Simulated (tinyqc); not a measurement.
Neutral against charged centre: deep level as a short-range spherical well.

Lucovsky model (delta well, plane-wave final states, no local-field factor): sigma = (32 pi alpha c/(3 n_r m Et)) (x - 1)^(3/2)/x^3, x = h nu/Et, c = hbar^2/2m0; 1 angstrom^2 = 1e-16 cm^2.

Constants: hbar^2/2m0 = 3.80998211 eV angstrom^2; fine-structure constant alpha = 0.007297352564.

Values chosen for the exercise (out of a larger set: near those of GaAs; not measured data):
- m = 0.067 m0 (mass)
- n_r = 3.22 (refractive index)
- xs = (1.09, 1.26, 1.5, 1.79, 2.16, 3.24, 4.03, 6.64) (photon energies h nu/Et)

Et = 0.18061 eV

Lucovsky cross-section, its shape relative to the peak, and the shape of a hydrogen-like centre relative to threshold: x^-4 exp(4 - 4 atan(e)/e)/(1 - exp(-2 pi/e)), e = sqrt(x - 1).

Results:

| x | h nu (eV) | sigma (1e-18 cm^2) | relative to peak | hydrogen-like |
|---|---|---|---|---|
| 1.09 | 0.197 | 49.9 | 0.167 | 0.794 |
| 1.26 | 0.228 | 158 | 0.530 | 0.536 |
| 1.50 | 0.271 | 250 | 0.838 | 0.332 |
| 1.79 | 0.323 | 293 | 0.979 | 0.202 |
| 2.16 | 0.390 | 296 | 0.992 | 0.119 |
| 3.24 | 0.585 | 236 | 0.789 | 0.036 |
| 4.03 | 0.728 | 193 | 0.645 | 0.019 |
| 6.64 | 1.199 | 109 | 0.366 | 0.004 |

The short-range centre starts from zero, reaches half its peak at x = 1.24 and peaks at x = 2; in the last row it still has 37 % of the peak. The Coulomb centre is largest at threshold and is down to 0.4 % there. Reading the peak as the threshold would misplace the level by a factor 2, here 0.18 eV.

(tinyqc, `OMP_NUM_THREADS=1 python tinyqc.py 1250622 1250623 out.jsonl`, Intel(R) Xeon(R) Processor @ 2.30GHz, 1 thread, shared host, about 0.01 s.)
